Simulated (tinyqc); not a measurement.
# Changing the drain voltage V_D

Model: ballistic transport through the one-dimensional subbands of a rectangular nanowire or nanosheet channel. Computed by tinyqc, a small Python program. Command: `OMP_NUM_THREADS=1 python tinyqc.py 3020133 3020134 out.jsonl wire sweep`. One thread of a shared host (Intel(R) Xeon(R) Processor @ 2.30GHz), about 0.08 s of CPU time with the checks.

Hard walls, parabolic subbands, transport along x. Energies are counted from the bulk conduction band edge at the top of the barrier, which the gate pulls down by U; the source Fermi level lies at the bulk edge when U = 0.

Inputs (values chosen for the exercise, modelled on silicon):

| quantity | value | unit |
|---|---|---|
| light mass m_t | 0.2 | m_0 |
| heavy mass m_l | 0.92 | m_0 |
| height a | 5 | nm |
| width b | 10 | nm |
| equivalent oxide thickness t | 1.6 | nm |
| gate voltage above flat band V_G | 0.51 | V |
| temperature T | 300 | K |

Valleys: silicon [100] wire.

Constants: hbar^2/(2 m_0) = 3.80998212 eV angstrom^2; k_B = 8.617333262e-05 eV/K; m_0 = 9.1093837015e-31 kg; k_B = 1.380649e-23 J/K; hbar = 1.054571817e-34 J s; eps_0 = 8.8541878128e-12 F/m; e = 1.602176634e-19 C; h = 6.62607015e-34 J s.

Method:
- E_pq = (hbar^2 pi^2/2)(p^2/(m_y b^2) + q^2/(m_z a^2)); valley pairs: (m_x, m_y, m_z) = (m_t, m_t, m_l), (m_t, m_l, m_t), (m_l, m_t, m_t), each with degeneracy g = 2; the 10 lowest subbands are kept.
- F_j(eta) = (1/Gamma(j + 1)) int_0^infinity x^j/(1 + exp(x - eta)) dx, F_0 = ln(1 + exp(eta)). Integrals over x = E/(k_B T) use 160 Gauss-Legendre points in u = sqrt(x) from 0 to sqrt(max(eta, 0) + 32).
- With degeneracy g = 2, eta_i = (U - E_i)/(k_B T) and u = e V_D/(k_B T): line density n = sum_i g sqrt(2 m_x k_B T/pi)/(2 hbar) [F_-1/2(eta_i) + F_-1/2(eta_i - u)]; gate: e n = C_ox (V_G - U/e), C_ox = 3.9 eps_0 2 (a + b)/t (flat-plate estimate); I = (2 e k_B T/h) sum_i g [F_0(eta_i) - F_0(eta_i - u)].

One run for each value:

| drain voltage V_D (V) | ballistic current I (microampere) | U (meV) | line density n (1/nm) | mean velocity I/(e n) (1e7 cm/s) |
|---|---|---|---|---|
| 0.0050 | 2.355 | 76.53 | 1.7517 | 0.0839 |
| 0.0094 | 4.400 | 78.42 | 1.7441 | 0.1575 |
| 0.0180 | 8.297 | 81.87 | 1.7301 | 0.2993 |
| 0.0340 | 15.030 | 87.48 | 1.7075 | 0.5494 |
| 0.0630 | 24.770 | 94.97 | 1.6772 | 0.9218 |
| 0.1200 | 33.692 | 101.40 | 1.6512 | 1.2736 |
| 0.2200 | 35.511 | 102.68 | 1.6460 | 1.3465 |
| 0.4200 | 35.554 | 102.71 | 1.6459 | 1.3482 |
| 0.8000 | 35.554 | 102.71 | 1.6459 | 1.3482 |

Over the rows, ballistic current I (microampere) rises from 2.35 to 35.6; U (meV) rises from 76.5 to 103; line density n (1/nm) falls from 1.75 to 1.65. At the low end the exponent of ballistic current I is 0.99, close to 1: the linear region, I = G V_D. At the high end the exponent of ballistic current I is 0.00, close to 0: drain injection is shut off. As drain injection dies, the gate restores the charge by pulling the barrier down (U rises), which adds to the current before it saturates.

Caution (all rows): the tenth subband is still occupied, so the truncation to ten understates charge and current.

Extremes, crossings and ranges named in words are read from the listed rows.
